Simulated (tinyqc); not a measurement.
# Changing the solids volume fraction c0

Model: spin coating of a resist or spin-on film: centrifugal thinning, evaporation and the final thickness (Emslie and Meyerhofer models). Computed by tinyqc, a small Python program. Command: `OMP_NUM_THREADS=1 python tinyqc.py 3111987 3111988 out.jsonl spincoat sweep`. One thread of a shared host (Intel(R) Xeon(R) Processor @ 2.30GHz), about 0.2 s of CPU time with the checks.

A Newtonian film stays uniform over the wafer; solvent and solids have the same density and the concentration is uniform through the thickness.

Inputs (values chosen for the exercise, of the order of those of a polymer resist in an ester solvent):
```
quantity,value,unit
kinematic viscosity of the solvent nu_s,1.7,mm^2/s
viscosity constant k,1300,mm^2/s
viscosity exponent gamma,2.8,-
spin speed f,1500,rpm
evaporation rate at 1000 rpm e0,0.29,micrometre/s
starting thickness h0,200,micrometre
wafer radius R,150,mm
shrinkage in the bake,12,%
```

Method:
- omega = 2 pi f/60; nu(c) = nu_s + k c^gamma; evaporation rate e = e0 sqrt(f/1000 rpm).
- Flow constant K = 2 omega^2/(3 nu(c0)); Reynolds number of the air omega R^2/nu_air with nu_air = 15 mm^2/s.
- Meyerhofer estimate: flow rules until (1 - c0) K h^3 = e, then evaporation alone: h_w = (e/((1 - c0) K))^(1/3), dry film c0 h_w.
- Full model for solids s and liquid l per area, h = s + l, c = s/h: ds/dt = -c Q, dl/dt = -(1 - c) Q - e, Q = 2 omega^2 h^3/(3 nu(c)); integrated adaptively (relative tolerance 1e-9) until l = 0.
- Dry film = s at l = 0, before the bake; film after the bake = s x (1 - shrinkage).

One run for each value:
```
solids volume fraction c0,dry film (nm),nu(c0) (mm^2/s),"dry film, estimate (nm)",time to dry (s)
0.010,33,1.7,33,11.24
0.016,54,1.7,54,11.22
0.025,86,1.7,84,11.27
0.040,144,1.9,139,11.55
0.063,255,2.3,235,12.46
0.100,509,3.8,448,14.80
0.160,1146,9.4,996,19.40
0.250,2632,28.5,2341,25.71
0.400,6473,101.6,6163,32.54
```

What does the table show, and why?

Over the rows, dry film (nm) rises from 33.3 to 6470 (exponent d ln y / d ln x 1.0 between the first rows and 1.9 between the last); nu(c0) (mm^2/s) rises from 1.70 to 102 (exponent d ln y / d ln x 0.011 between the first rows and 2.7 between the last); dry film, estimate (nm) rises from 33.4 to 6160 (exponent d ln y / d ln x 1.0 between the first rows and 2.1 between the last). In the estimate the dry film goes as c0 (nu/(1 - c0))^(1/3), so its exponent rises above 1 once the solids raise the viscosity.
